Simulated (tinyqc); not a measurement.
Undoped symmetric double-gate MOSFET, analytic potential model: two steps of the calculation.

An undoped body of thickness ts between two equal insulators and tied gates; long channel, electrons only, n = ni exp((psi - V)/Vt) with V the quasi-Fermi potential (0 at the source, Vd at the drain), constant mobility, no quantisation. Across the body psi(x) = V - 2 Vt ln[(ts/(2 beta)) sqrt(q ni/(2 eps0 eps_r Vt)) cos(2 beta x/ts)], x from the centre. Q is the electron charge per area of the whole body.

Inputs (values chosen for the exercise); material values close to those of silicon: temperature T = 300 K; band gap Eg = 1.14 eV; relative permittivity of the semiconductor eps_r = 11.6; conduction-band density of states at T Nc = 2.84e19 cm^-3; valence-band density of states at T Nv = 2.6e19 cm^-3; relative permittivity of the gate insulator eox = 21.9; insulator thickness tox = 13 nm; body thickness ts = 20 nm; gate work function less that of the intrinsic body dphi = 0.04 V; gate voltage Vg = 0.72 V.

Constants: q = 1.602176634e-19 C, kB = 1.380649e-23 J/K, Vt = kB T/q, eps0 = 8.8541878128e-14 F/cm where lengths are in cm. Results are converted to the units shown.

Problem 1. Constants of the body. ni = sqrt(Nc Nv) exp(-Eg/(2 Vt)), Eg in volts; r = eps_r tox/(eox ts); V0 = dphi + 2 Vt ln[(2/ts) sqrt(2 eps0 eps_r Vt/(q ni))].

Give: ni; r; V0.

Solution 1.

ni = 7.2205e9 cm^-3
r = 0.34429
V0 = 0.49608 V

Problem 2. beta at the source by Newton steps in z = ln(tan beta). With V = 0, t = exp(z), beta = arctan(t): f = ln(beta) + (1/2) ln(1 + t^2) + 2 r beta t - (Vg - V0)/(2 Vt); with c = t/(1 + t^2), df/dz = c/beta + t c + 2 r t (c + beta); z(new) = z - f/(df/dz).

z at the start = 0
r = 0.34429224
V0 = 0.49608276 V

Give: beta; f; df/dz; z after iteration 1.

Solution 2.

beta = 0.78540
f = -3.6849
df/dz = 2.0217
z after iteration 1 = 1.8227

tinyqc, about 0.03 s, one thread, Intel Xeon 2.30GHz (shared host): `OMP_NUM_THREADS=1 python tinyqc.py 2440120 2440121 out.jsonl`
